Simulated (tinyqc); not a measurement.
Hubbard chain of 4 sites, step by step. Computed by tinyqc, a small Python program that keeps every step. Settings: hopping = 1.82, U = 10.9, mixing = 0.5, iteration cap = 82. Command: `OMP_NUM_THREADS=1 python tinyqc.py 22614 22615 out.jsonl` (the two numbers bound the seeds that draw the settings). One thread of a shared host (Intel(R) Xeon(R) Processor @ 2.60GHz), about 0.2 s of CPU time with the checks. Later iterations appear only in the table of the cycle.

## Mean-field iteration 1

one-body matrix (hopping and site energies) (eV), lower triangle:
```
,1,2,3,4
1,0.000000
2,-1.820000,0.000000
3,0.000000,-1.820000,0.000000
4,0.000000,0.000000,-1.820000,0.000000
```

U = 10.900000 eV

electrons, up and down: 2  2

mixing = 0.500000

n(up) at the start (a guess, not normalised): 1 0.950000, 2 0.050000, 3 0.950000, 4 0.050000

n(down) at the start (a guess): 1 0.050000, 2 0.950000, 3 0.050000, 4 0.950000

H(up) = T + U n(down), H(down) = T + U n(up); fill the lowest levels; n(new) = n + mixing (n(out) - n); E = tr T (rho up + rho down) + U sum n_up n_down of the output.

levels, up (eV): -0.271101  0.417680  10.482320  11.171101

levels, down (eV): -0.271101  0.417680  10.482320  11.171101

energy = -1.788148 eV

n(up) after iteration 1: 1 0.960566, 2 0.052553, 3 0.947447, 4 0.039434

n(down) after iteration 1: 1 0.039434, 2 0.947447, 3 0.052553, 4 0.960566

## Mean-field iteration 2

As before.

levels, up (eV): -0.287456  0.350225  10.549775  11.187456

levels, down (eV): -0.287456  0.350225  10.549775  11.187456

energy = -1.788453 eV

n(up) after iteration 2: 1 0.966086, 2 0.053750, 3 0.946250, 4 0.033914

n(down) after iteration 2: 1 0.033914, 2 0.946250, 3 0.053750, 4 0.966086

## Mean-field iteration 3

As before.

levels, up (eV): -0.302331  0.319949  10.580051  11.202331

levels, down (eV): -0.302331  0.319949  10.580051  11.202331

energy = -1.788537 eV

n(up) after iteration 3: 1 0.968970, 2 0.054298, 3 0.945702, 4 0.031030

n(down) after iteration 3: 1 0.031030, 2 0.945702, 3 0.054298, 4 0.968970

## Convergence

Each step fills the lowest levels of T + U n(other spin) and sets n(new) = n + mixing (n(out) - n); stop when output and input agree to 1e-8.

Course of the cycle:
```
iteration,E (eV),largest |n(out) - n(in)|,mean |n_up - n_down|
1,-1.78814792,2.11e-02,0.916026
2,-1.78845293,1.10e-02,0.916659
3,-1.78853670,5.77e-03,0.917006
4,-1.78855998,3.02e-03,0.917200
5,-1.78856653,1.58e-03,0.917309
6,-1.78856840,8.28e-04,0.917371
7,-1.78856894,4.35e-04,0.917406
8,-1.78856910,2.29e-04,0.917426
9,-1.78856914,1.20e-04,0.917437
10,-1.78856916,6.36e-05,0.917443
11,-1.78856916,3.37e-05,0.917447
...,...,...,...
15,-1.78856916,2.71e-06,0.917452
16,-1.78856916,1.45e-06,0.917452
17,-1.78856916,7.81e-07,0.917452
18,-1.78856916,4.22e-07,0.917452
19,-1.78856916,2.29e-07,0.917452
20,-1.78856916,1.24e-07,0.917452
21,-1.78856916,6.78e-08,0.917452
22,-1.78856916,3.72e-08,0.917452
23,-1.78856916,2.06e-08,0.917452
24,-1.78856916,1.23e-08,0.917452
25,-1.78856916,7.33e-09,0.917452
```

local moments n_up - n_down: 1 0.944283, 2 -0.890622, 3 0.890622, 4 -0.944283

Converged in 25 iterations. Before convergence this energy mixes input and output and is not variational, so it may rise towards its limit.

## Exact diagonalisation (36 states)

Lowest levels of the sector, and the double occupancy of the lowest state.

lowest levels (eV): -2.610082  -1.885379  -1.127431  -0.748725  -0.345886  0.000000

double occupancy per site = 0.049554

The mean-field solution above lies 0.8215 eV above the exact energy.

## The lowest level by Lanczos steps

From a random start vector (not printed): a_j = <q_j|H|q_j>, b_j = norm of the remainder after orthogonalising; the Ritz value is the lowest eigenvalue of the tridiagonal matrix of a and b so far.

Lanczos:
```
j,a_j (eV),b_j (eV),lowest Ritz value (eV)
1,8.126192,6.499555,8.12619227
2,9.430733,9.464547,2.24625996
3,13.249298,5.803268,-1.25147494
4,11.158112,5.631616,-1.90420960
5,8.102991,8.527268,-2.12002065
6,12.401472,6.250406,-2.41880909
7,13.795042,3.430028,-2.56022411
8,8.109718,7.745050,-2.57461928
9,10.771644,8.155940,-2.58689853
10,14.069878,3.154720,-2.60184910
```
